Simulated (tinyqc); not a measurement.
Contact resistivity and sheet resistance from two contact lengths.

Problem. Rc = [sqrt(rc Rsh)/Wc] coth(Lc/(2 LT)), LT = sqrt(rc/Rsh), Wc = 34 nm; the second contact is twice as long as the first. Find LT, rc and Rsh.

Rc for Lc = 20 and 40 nm (ohm): 346.247030  205.414899

Answer. With t = tanh(Lc/(2 LT)) for the shorter contact, the resistance of the longer over that of the shorter is (1 + t^2)/2. Then sqrt(rc Rsh) = Rc t Wc, and rc and Rsh follow by multiplying and dividing by LT.

LT = 21.6 nm
rc = 1.10e-9 ohm cm^2
Rsh = 235 ohm

Numbers from tinyqc (`OMP_NUM_THREADS=1 python tinyqc.py 2170144 2170145 out.jsonl`; about 0.04 s on one thread of a shared Intel Xeon 2.30GHz).
